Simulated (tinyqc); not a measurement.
## Mass from the capacitance plateau

Problem. Once one two-dimensional band is degenerate, Cq = q gv md m0 q/(pi hbar^2) and 1/C_G = 1/Cox + 1/Cq (no traps). Find Cq, md and the oxide-equivalent thickness 3.9 eps0/Cq that it adds.

Parameters, values chosen for the exercise:
- gv = 2 (valley degeneracy)

Constants: q = 1.602176634e-19 C, hbar = 1.054571817e-34 J s, m0 = 9.1093837015e-31 kg, eps0 = 8.8541878128e-14 F/cm where lengths are in cm. Results are converted to the units shown.

C_G on the plateau = 1.7697618 uF/cm^2
Cox = 1.8174386 uF/cm^2

Solution. Removing Cox from the series leaves Cq, which is proportional to gv md.

Cq = 67.46 uF/cm^2
md = 0.5040 m0
added thickness = 0.05119 nm

Numbers from tinyqc (`OMP_NUM_THREADS=1 python tinyqc.py 2200151 2200152 out.jsonl`; about 0.01 s on one thread of a shared Intel Xeon 2.30GHz).
